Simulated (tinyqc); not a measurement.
# Magnetoresistance against angle

Conductance G = G0 (1 + P1 P2 cos(phi)) at low bias, phi the angle between the magnetisations, normalised to Rp = RA/area at phi = 0.

Values chosen for this exercise:
```
symbol,value,unit,meaning
Dm,37,nm,diameter
P1,0.72,,spin polarisation of the reference layer
P2,0.59,,spin polarisation of the free layer
RA,9.8,ohm um^2,"resistance-area product, parallel state"
```

Magnetoresistance against angle:
```
phi (degree),R (kohm),R/Rp - 1 (%),share of the full TMR (%)
0,9.114,0,0
20,9.281,1.831,1.240
45,9.987,9.568,6.478
70,11.34,24.41,16.52
90,12.99,42.48,28.76
110,15.19,66.70,45.16
135,18.56,103.7,70.18
160,21.61,137.1,92.85
180,22.58,147.7,100.0
```

R rises from 9.11 to 22.6 kohm, TMR0 = 148 %. It is the conductance that follows cos(phi), so at 90 degrees R has covered only (1 - P1 P2)/2 = 28.8 % of its range.

tinyqc, about 0.01 s, one thread, Intel Xeon 2.30GHz (shared host): `OMP_NUM_THREADS=1 python tinyqc.py 2450030 2450031 out.jsonl`
